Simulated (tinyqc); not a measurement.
Inside a calculation: five-level k.p model folded onto the conduction band. Values are carried at full precision from step to step, so a last printed digit may differ when a step is redone from the rounded ones.

Second-order sums for the lowest conduction level at E: 1/m = 1 + Cm + (Ep/3)(2/E + 1/(E + Dso)) - (Ep2/3)(2/(E7 + D2 - E) + 1/(E7 - E)); g/2 = 1 + Cg - (Ep/3)(1/E - 1/(E + Dso)) - (Ep2/3)(1/(E7 - E) - 1/(E7 + D2 - E)). E is counted from the top of the valence band; E = Eg at the edge.

Constants: hbar^2/2m0 = 3.80998211 eV angstrom^2.

Parameters, chosen for this exercise (near those of InSb; shifted at random, so the results belong to these values and not to a real crystal): Eg = 0.234 eV (gap at Gamma to the s-like level); Dso = 0.815 eV (spin-orbit splitting); Ep = 23.2 eV (Kane energy); E7 = 3.13 eV (upper Gamma7 conduction level, from the valence top); D2 = 0.33 eV (its spin-orbit splitting, Gamma8 above Gamma7); Ep2 = 1.8 eV (Kane energy to the upper levels); Cm = -1 (remote term in 1/m); Cg = -0.02 (remote term in g/2); k = 0.012 1/angstrom (wave vector along z).

## Mass and g factor term by term

Evaluate at E = Eg.

Terms:
```
level           part of 1/m  part of g
free + remote        0.0000     1.9600
Gamma8 valence      66.0969   -66.0969
Gamma7 valence       7.3721    14.7442
Gamma8 upper        -0.3720     0.3720
Gamma7 upper        -0.2072    -0.4144
```

m = 0.0137 m0
g = -49.435

The valence levels give 73.47 to 1/m and the upper levels take 0.58 away. In g the two valence terms nearly cancel when Dso is small against Eg; here Dso/Eg = 3.48 and they leave -51.353, the upper pair -0.042.

## The matrix at one k

For k along z and one spin sector the level c couples to four states. With c0 = hbar^2/2m0, P = sqrt(Ep c0), P2 = sqrt(Ep2 c0): diagonal Eg + (1 + Cm) c0 k^2 for c, and 0, -Dso, E7 + D2, E7 for lh, so, G8 up, G7 up (their own dispersion is left out); couplings of c: sqrt(2/3) P k to lh, sqrt(1/3) P k to so, sqrt(2/3) P2 k to G8 up, sqrt(1/3) P2 k to G7 up (phases chosen real).

Fill in the matrix.

H (eV), rows c, lh, so, G8 up, G7 up and columns alike:
```
[[0.23400, 0.09212, 0.06514, 0.02566, 0.01814],
 [0.09212, 0, 0, 0, 0],
 [0.06514, 0, -0.81500, 0, 0],
 [0.02566, 0, 0, 3.46000, 0],
 [0.01814, 0, 0, 0, 3.13000]]
```

## Exact folding onto c

Solve E = H_cc + S(E), S(E) = sum_j H_cj^2/(E - H_jj), from E = H_cc, by plain substitution and by Newton steps on E - H_cc - S(E). The weight of c in the state is Z = 1/(1 - dS/dE). The exact level is the third eigenvalue of H from below.

Iterates (eV):
```
step  substitution   Newton
0          0.23400  0.23400
1          0.27399  0.26851
2          0.26854  0.26912
3          0.26919  0.26912
4          0.26911  0.26912
5          0.26912  0.26912
6          0.26912  0.26912
7          0.26912  0.26912
```

exact level = 0.26912 eV
Z = 0.8922

Substitution multiplies the error by about dS/dE = 1 - 1/Z = -0.121 a step, so it alternates; after 7 steps it is off by 1.5e-08 eV, while Newton is within 1e-5 eV from step 2 on.

## Loewdin series

Expanding E = H_cc + S(E) about Eg in powers of k^2, with s_n = sum_j H_cj^2/(Eg - H_jj)^n: order k^2: e2 = (1 + Cm) c0 k^2 + s1; order k^4: e4 = -s2 e2; order k^6: e6 = s3 e2^2 + s2^2 e2.

Give each order and the partial sums, counted from Eg.

s1 (eV), s2 (no unit), s3 (1/eV); (1 + Cm) c0 k^2 is H_cc - Eg: [0.03999, 0.15893, 0.66591]

e2, e4, e6 (eV): [0.03999, -0.00636, 0.00208]

partial sums (eV): [0.03999, 0.03363, 0.03571]

The exact value is 0.03512 eV; the errors of the partial sums are +4.87, -1.49 and +0.59 meV.

## Checks

- Curvature of the exact level at small k against the sum for 1/m: 72.889 against 72.890.

tinyqc: `OMP_NUM_THREADS=1 python tinyqc.py 1051480 1051481 out.jsonl`; about 0.01 s, one thread, shared Intel(R) Xeon(R) Processor @ 2.30GHz.
